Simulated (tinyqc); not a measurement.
Worked calculation: shallow donor in an anisotropic valley (effective-mass theory). Values are carried at full precision from step to step, so a last printed digit may differ when a step is redone from the rounded ones.

Constants: Ry = 13.60569312 eV; a0 (Bohr radius) = 0.5291772105 angstrom; hbar^2/2m0 = 3.80998211 eV angstrom^2; e^2/(4 pi eps0) = 14.39964547 eV angstrom.

Inputs chosen for the exercise (near those of Ge; the results hold for these values, not for the real material):

| symbol | value | unit | meaning |
|---|---|---|---|
| ml | 1.554 | m0 | longitudinal mass |
| mt | 0.084 | m0 | transverse mass |
| eps | 15.9 |  | dielectric constant |
| a | 51 | angstrom | trial radius across the axis |
| b | 22.9 | angstrom | trial radius along the axis |

## Hydrogen-like estimates

Ry* = Ry m/eps^2 and a* = a0 eps/m for four choices of one mass: mt, the conductivity mass 3/(1/ml + 2/mt), the density-of-states mass (ml mt^2)^(1/3), and ml.

Estimates:

| mass | m (m0) | Ry* (meV) | a* (angstrom) |
|---|---|---|---|
| mt | 0.0840 | 4.52 | 100.17 |
| conductivity | 0.1227 | 6.60 | 68.58 |
| density of states | 0.2222 | 11.96 | 37.87 |
| ml | 1.5540 | 83.63 | 5.41 |

## Energy of one trial function

One valley: H = -c [(d2/dx2 + d2/dy2)/mt + (d2/dz2)/ml] - q/(eps r), c = hbar^2/2m0, q = e^2/(4 pi eps0). Trial function exp(-sqrt((x^2 + y^2)/a^2 + z^2/b^2)) with a > b: T = (c/3)(2/(mt a^2) + 1/(ml b^2)), V = -(q/eps) atan(u/b)/u, u = sqrt(a^2 - b^2). The central cell of the impurity is left out.

Evaluate T, V and E. Scaling both radii by f changes T to T/f^2 and V to V/f, so the best factor is f = -2T/V, with energy -V^2/(4T).

T = 13.184 meV
V = -21.963 meV
E = -8.779 meV
best scale factor = 1.2006
energy after scaling = -9.147 meV

The virial ratio -V/T is 1.666; it is 2 at the best scale. Scaling gains 0.368 meV.

## Scan over the shape

For each ratio b/a = 0.2, 0.3, ..., 0.9 the best scale follows from a = -2 T1/V1, with T1 and V1 taken at a = 1 angstrom.

Scan:

| b/a | a (angstrom) | b (angstrom) | E (meV) |
|---|---|---|---|
| 0.2 | 80.06 | 16.01 | -7.905 |
| 0.3 | 65.42 | 19.63 | -9.187 |
| 0.4 | 61.71 | 24.68 | -9.281 |
| 0.5 | 61.19 | 30.60 | -8.948 |
| 0.6 | 61.94 | 37.16 | -8.475 |
| 0.7 | 63.26 | 44.28 | -7.972 |
| 0.8 | 64.89 | 51.91 | -7.484 |
| 0.9 | 66.69 | 60.02 | -7.026 |

The best listed ratio is 0.4; (mt/ml)^(1/2) = 0.23 and (mt/ml)^(1/3) = 0.38 are common guesses.

## The minimum

Minimise over a and b. The Mott estimate n_c = (0.25/a_m)^3 uses a_m = (a^2 b)^(1/3); 1/angstrom^3 = 1e24/cm^3.

a = 62.60 angstrom
b = 22.57 angstrom
E = -9.322 meV
a_m = 44.55 angstrom
n_c = 0.177 x 1e18/cm^3

b/a = 0.360. The binding energy is 2.062 times Ry*(mt). The central cell of a real donor shrinks the orbit and raises n_c.

## Checks

- Energy from 21 anisotropic Gaussians against the two-parameter function, meV: -9.37 against -9.32.

(tinyqc, `OMP_NUM_THREADS=1 python tinyqc.py 1282049 1282050 out.jsonl`, Intel(R) Xeon(R) Processor @ 2.30GHz, 1 thread, shared host, about 0.01 s.)
